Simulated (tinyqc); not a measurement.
Threshold spread from leakage statistics.

Question. VT is Gaussian with standard deviation s and Ioff goes as exp(-VT/(n Vt)), so Ioff is log-normal: mean/median = exp(w^2/2) with w = s/(n Vt). Find w, s, the relative standard deviation sqrt(exp(w^2) - 1) and the share of devices that leak more than the mean, erfc(w/(2 sqrt(2)))/2.

Parameters, values chosen for the exercise: temperature T = 300 K; subthreshold factor n = 1.42.

Constants: q = 1.602176634e-19 C, kB = 1.380649e-23 J/K, Vt = kB T/q. Results are converted to the units shown.

mean/median of the off current = 1.4034948

Solution. w = sqrt(2 ln(mean/median)); the mean lies w/2 standard deviations out in ln Ioff.

w = 0.8234
s = 30.23 mV
relative standard deviation = 0.9848
share above the mean = 34.03 %

Computed by the program tinyqc: `OMP_NUM_THREADS=1 python tinyqc.py 2090166 2090167 out.jsonl`, one thread of a shared Intel Xeon 2.30GHz, about 0.01 s for the whole run.
